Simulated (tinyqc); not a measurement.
Elastic trap-assisted tunnelling through a dielectric: effect of the trap depth.

Emitter at x = 0 (Fermi level 0), collector at x = t (Fermi level -V), band edge U(x) = phi - F x, F = V/t. A trap at x has the energy E = U(x) - Et. With G(u) = (4/(3 F)) sqrt(mo/C) max(u, 0)^1.5, C = hbar^2/(2 m0): S1 = G(phi - E) - G(Et), S2 = G(Et) - G(phi - V - E), T1,2 = exp(-S1,2). The steady rate through one trap is nu T1 T2 (f1 - f2)/(T1 + T2), f1 = f(E), f2 = f(E + V), f(y) = 1/(1 + exp(y/Vt)); both contacts offer states at E.

J = q Nt times the integral of the rate over x. Direct S = (4/(3 F)) sqrt(mo/C) [phi^1.5 - max(phi - V, 0)^1.5].

Parameters, values chosen for the exercise; dielectric values close to those of silicon dioxide:
```
symbol  value   unit                                meaning
T         300      K                            temperature
phi      3.13     eV  barrier above the emitter Fermi level
mo       0.52     m0                        tunnelling mass
t         5.2     nm                              thickness
Nt       2e18  cm^-3                           trap density
nu       1e14    1/s                      attempt frequency
V        1.85      V                                voltage
```

Constants: q = 1.602176634e-19 C, kB = 1.380649e-23 J/K, hbar = 1.054571817e-34 J s, m0 = 9.1093837015e-31 kg, Vt = kB T/q, hbar^2/(2 m0) = 0.0380998212 eV nm^2. Results are converted to the units shown.

The same in every row: direct S = 56.6.

Effect of the trap depth:
```
Et (eV),J (A/cm^2),x of the peak over t,larger S there
1.41,1.59e-17,0.892,50.9
1.66,9.63e-15,0.756,44.5
1.92,1.12e-11,0.616,37.3
2.17,9.14e-9,0.484,30.1
2.43,9.69e-8,0.447,29.3
2.68,1.91e-8,0.452,30.9
2.93,3.93e-9,0.457,32.5
3.19,8.31e-10,0.461,33.9
3.44,2.01e-10,0.464,35.3
```

J goes from 1.59e-17 through a maximum of 9.69e-8 (at Et = 2.43 eV among the rows listed) to 2.01e-10 A/cm^2. Shallow traps near the emitter lie above its Fermi level and stay empty, while deep traps face higher barriers, so a middle depth conducts best.

Range of the model: Phonon-assisted (inelastic) capture, chains of traps and a spread of trap depths are left out.

Computed by the program tinyqc: `OMP_NUM_THREADS=1 python tinyqc.py 2370008 2370009 out.jsonl`, one thread of a shared Intel Xeon 2.30GHz, about 0.04 s for the whole run.
